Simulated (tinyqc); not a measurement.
What sets the screening length: static screening by free carriers.

kF = (3 pi^2 n/Mv)^(1/3), EF = c kF^2/m with c = hbar^2/2m0, n in 1/angstrom^3 (1e-24 per 1/cm^3), e2 = e^2/(4 pi eps0). Thomas-Fermi: qTF^2 = 6 pi e2 n/(eps EF). Debye: qD^2 = 4 pi e2 n/(eps kB T).

F_j(eta) = (1/Gamma(j + 1)) integral_0^infinity x^j dx/(1 + exp(x - eta)), which tends to exp(eta) for eta << 0.

At finite T: qs^2 = qD^2 F_-1/2(eta)/F_1/2(eta), where n = Mv N F_1/2(eta) and N = 2 (m kB T/(4 pi c))^(3/2) with c = hbar^2/2m0, in 1/angstrom^3; times 1e24 for 1/cm^3.

Constants: hbar^2/2m0 = 3.80998211 eV angstrom^2; e^2/(4 pi eps0) = 14.39964547 eV angstrom; kB = 8.617333262e-05 eV/K.

Parameters, chosen for this exercise (near those of SiC; the results hold for these values, not for the real material):
```
symbol  value    unit    meaning
n       1.4e+20  1/cm^3  carrier density
m       0.3836   m0      mass of one isotropic valley
Mv      3                valleys
eps     9.66             background dielectric constant
T       400      K
```

All results formed anew.

One parameter was then changed.

Results before and after:
```
case     Debye (angstrom)  Thomas-Fermi (angstrom)  finite T (angstrom)
base                3.625                    5.597                5.834
changed             3.625                    5.085                5.408
```

Which of these changes was made? (a) T = 460 K; (b) m = 0.4987 m0; (c) eps = 11.592; (d) n = 2.8e+20 1/cm^3; (e) Mv = 4.

Answer: (e) Mv = 4. Of the candidates, run in turn, only this one gives the changed row.

All candidates:
```
case                Debye (angstrom)  Thomas-Fermi (angstrom)  finite T (angstrom)
base                           3.625                    5.597                5.834
n = 2.8e+20 1/cm^3             2.564                    4.986                5.061
m = 0.4987 m0                  3.625                    4.909                5.269
eps = 11.592                   3.971                    6.131                6.391
T = 460 K                      3.888                    5.597                5.917
Mv = 4                         3.625                    5.085                5.408
```

tinyqc: `OMP_NUM_THREADS=1 python tinyqc.py 1652577 1652578 out.jsonl`; about 0.01 s, one thread, shared Intel(R) Xeon(R) Processor @ 2.30GHz.
